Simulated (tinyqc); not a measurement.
Electron continuity equation in a given potential, Scharfetter-Gummel discretisation: current and errors against the applied potential.

Steady state in one dimension: J = q mu n E + q D dn/dx with E = -dpsi/dx and D = mu Vt, dJ/dx = 0, fixed densities nL and nR at the ends. The potential is given, psi = U x/L, and is not changed by the electrons.

9 equal intervals. Fluxes J_i = (q D/h)(n_(i+1) P_i - n_i Q_i), d_i = (psi_(i+1) - psi_i)/Vt: Scharfetter-Gummel P = B(d), Q = B(-d), B(d) = d/(exp(d) - 1); central P = 1 - d/2, Q = 1 + d/2; upwind P = 1 + max(-d, 0), Q = 1 + max(d, 0). Balance at each inner node: J_i - J_(i-1) = 0. The reference is Scharfetter-Gummel on 4000 intervals or more. Errors are those of J on the first interval against the reference at its midpoint; errors under 1e-6 % are printed as 0.

Parameters, values chosen for the exercise; mobility close to that of indium arsenide at room temperature:
```
symbol,value,unit,meaning
T,293,K,temperature
mu,29600,cm^2/(V s),electron mobility
L,10,um,length of the region
nL,1.4e14,cm^-3,density at x = 0
nR,0,cm^-3,density at x = L
```

Constants: q = 1.602176634e-19 C, kB = 1.380649e-23 J/K, Vt = kB T/q. Results are converted to the units shown.

Result of one run:
```
U (V),largest |d|,reference J (A/cm^2),SG error (%),central error (%),upwind error (%),"most negative central n (cm^-3), 0 if none"
0.11,0.4841,-73.98,0,-0.110,1.63,0
```

What becomes of these results when the potential difference psi(L) - psi(0) U is changed from 0.11 to 0.045 V, all else the same?

Result of the changed run:
```
U (V),largest |d|,reference J (A/cm^2),SG error (%),central error (%),upwind error (%),"most negative central n (cm^-3), 0 if none"
0.045,0.1980,-35.92,0,-0.118,3.54,0
```

The whole series:
```
U (V),largest |d|,reference J (A/cm^2),SG error (%),central error (%),upwind error (%),"most negative central n (cm^-3), 0 if none"
0.011,0.04841,-20.68,0,-0.0156,1.92,0
0.045,0.1980,-35.92,0,-0.118,3.54,0
0.11,0.4841,-73.98,0,-0.110,1.63,0
0.23,1.012,-152.7,0,-6.67e-3,0.174,0
0.34,1.496,-225.7,0,-1.39e-4,0.0264,0
0.5,2.200,-332.0,0,0,2.84e-3,0
0.68,2.992,-451.5,0,-4.85e-5,3.88e-4,0
1,4.401,-663.9,0,-0.0147,2.56e-5,0
```

The reference current falls from -20.7 to -664 A/cm^2. The largest errors in size are 0 % (Scharfetter-Gummel), 0.12 % (central) and 3.5 % (upwind).

Numbers from tinyqc (`OMP_NUM_THREADS=1 python tinyqc.py 2220119 2220120 out.jsonl`; about 0.01 s on one thread of a shared Intel Xeon 2.30GHz).
